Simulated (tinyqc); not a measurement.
Capacitance of parallel on-chip lines from Laplace's equation on a mesh: one step of the calculation.

Cross-section of an endless row of equal lines between two grounded planes; neighbours are driven in antiphase (+1 V and -1 V), so the plane midway between two lines is at 0 V. By symmetry one quarter is solved: x runs from the centre of a line (column 0, mirror) to that midplane (column 3, 0 V), y from the mid-height of the line (row 0, mirror) to the ground plane (row 3, 0 V). The line fills columns 0 to 1 and rows 0 to 1 at 1 V. Cells beside the line (below row 1) have e2, cells above have e1. Each link between nodes has the conductance g = mean permittivity of the two cells beside it (a cell beyond a mirror counts as 0), and the free nodes obey sum g (V_neighbour - V) = 0.

Problem. Relaxation sweep. One sweep visits the free nodes row by row from row 0, left to right, and replaces V by V + om (weighted mean of the neighbours - V), using new values at once.

Parameters, values chosen for the exercise:
```
symbol  value  unit                 meaning
om          1        over-relaxation factor
```

V at the start (V):

|  | col 0 | col 1 | col 2 | col 3 |
|---|---|---|---|---|
| row 0 | 1 | 1 | 0 | 0 |
| row 1 | 1 | 1 | 0 | 0 |
| row 2 | 0 | 0 | 0 | 0 |
| row 3 | 0 | 0 | 0 | 0 |

gx:

|  | col 0 | col 1 | col 2 |
|---|---|---|---|
| row 0 | 0.5 | 0.5 | 0.5 |
| row 1 | 2.45 | 2.45 | 2.45 |
| row 2 | 3.9 | 3.9 | 3.9 |
| row 3 | 1.95 | 1.95 | 1.95 |

gy:

|  | col 0 | col 1 | col 2 | col 3 |
|---|---|---|---|---|
| row 0 | 0.5 | 1 | 1 | 0.5 |
| row 1 | 1.95 | 3.9 | 3.9 | 1.95 |
| row 2 | 1.95 | 3.9 | 3.9 | 1.95 |

Wanted: V after sweep 1.

Solution.

V after sweep 1 (V):

|  | col 0 | col 1 | col 2 | col 3 |
|---|---|---|---|---|
| row 0 | 1.000 | 1.000 | 0.250 | 0.000 |
| row 1 | 1.000 | 1.000 | 0.276 | 0.000 |
| row 2 | 0.250 | 0.312 | 0.147 | 0.000 |
| row 3 | 0.000 | 0.000 | 0.000 | 0.000 |

tinyqc, about 0.8 s, one thread, Intel Xeon 2.30GHz (shared host): `OMP_NUM_THREADS=1 python tinyqc.py 2790213 2790214 out.jsonl`
